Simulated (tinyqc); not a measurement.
Froehlich polaron in a polar crystal: one step, computed by the program tinyqc.

One electron in a parabolic band of mass m*, coupled to dispersionless LO phonons in the continuum model. Energies are in units of hbar omega unless marked, wave numbers in k_0 = sqrt(2 m* omega/hbar).

Problem. Coupling constant and length scale. 1/eps* = 1/eps_inf - 1/eps_s; k_0 = sqrt(2 m* omega/hbar) = sqrt(m* hbar omega / (hbar^2/(2 m_0))) with m* in m_0; alpha = (e^2/(4 pi eps_0)) k_0/(2 eps* hbar omega); polaron length 1/k_0.

Inputs (values chosen for the exercise, modelled on magnesium oxide): band mass m* = 0.406 m_0; LO phonon energy hbar omega = 90.9 meV; eps_inf = 2.93; static dielectric constant eps_s = 10.

Constants: hbar^2/(2 m_0) = 3.80998212 eV angstrom^2; e^2/(4 pi eps_0) = 14.39964548 eV angstrom.

Give: eps*; k_0; coupling constant alpha; polaron length 1/k_0.

Solution.

eps* = 4.144

k_0 = 0.09842 1/angstrom

coupling constant alpha = 1.881

polaron length 1/k_0 = 10.16 angstrom

Intermediate coupling.
